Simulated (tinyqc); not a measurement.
Which input was changed? Model: admittance spectroscopy and thermally stimulated current of one trap level in a depletion layer. Computed by tinyqc, a small Python program. Command: `OMP_NUM_THREADS=1 python tinyqc.py 3111785 3111786 out.jsonl admit which`. One thread of a shared host (Intel(R) Xeon(R) Processor @ 2.30GHz), about 0.04 s of CPU time with the checks.

A Schottky junction on n-type material holds one donor-like electron trap; shallow donors are fully ionised and abrupt depletion edges are assumed.

Inputs (values chosen for the exercise, modelled on n-type beta-Ga2O3):
```
quantity,value,unit
dielectric constant eps,10.2,-
density-of-states mass m,0.283,m_0
shallow doping N,1.4e+15,1/cm^3
trap density N_t,1e+14,1/cm^3
trap depth E_t below the band,0.34,eV
capture cross section sigma,1.4e-15,cm^2
band bending V_b,1.4,V
test frequency f,2000,Hz
```

Constants: k_B = 1.380649e-23 J/K; m_0 = 9.1093837015e-31 kg; h = 6.62607015e-34 J s; k_B = 8.617333262e-05 eV/K; eps_0 = 8.8541878128e-12 F/m; e = 1.602176634e-19 C.

Method:
- N_c = 2 (2 pi m k_B T/h^2)^(3/2), v_th = sqrt(3 k_B T/m), emission rate e_n = sigma v_th N_c exp(-E_t/(k_B T)).
- Where the level crosses the Fermi level capture equals emission, so the trap follows the signal with the rate 2 e_n; G/omega peaks at omega = 2 e_n (the correction for large N_t/N is left out).
- Solve 2 e_n(T_p) = 2 pi f.
- With E_c - E_F = k_B T_p ln(N_c/N): lambda = sqrt(2 eps eps_0 (E_t - (E_c - E_F))/(e^2 N)); traps are empty and charged for x < x_t = w - lambda, and V_b = e (N w^2 + N_t x_t^2)/(2 eps eps_0). High frequency: C_hf = eps eps_0/w. Low frequency: C_lf = eps eps_0 (N + N_t)/(N w + N_t x_t).

Problem. One of these inputs alone was changed, within the range given: trap depth E_t below the band (0.17 to 0.68); trap density N_t (5e+13 to 2e+14); test frequency f (1000 to 4000); density-of-states mass m (0.1415 to 0.566). Which one, and to what value?

Results:
```
run,step (C_lf - C_hf)/C_hf,peak temperature T_p (K),lambda (nm)
before,0.02498582,242.0173,382.7788
after,0.02277282,242.0173,382.7788
```

Solution.

Each candidate set to reproduce step (C_lf - C_hf)/C_hf, and what it then gives:
```
candidate,range searched,value needed,peak temperature T_p (K),lambda (nm)
trap depth E_t below the band (eV),0.17 to 0.68,0.2796,203.37,349.13
trap density N_t (1/cm^3),5e+13 to 2e+14,9.090e13,242.02,382.78
test frequency f (Hz),1000 to 4000,out of reach,-,-
density-of-states mass m (m_0),0.1415 to 0.566,out of reach,-,-
```

Only trap density N_t fits every result: it went from 1e+14 to 9.09e13 1/cm^3. The next best candidate, trap depth E_t below the band, misses one result by 16 %.
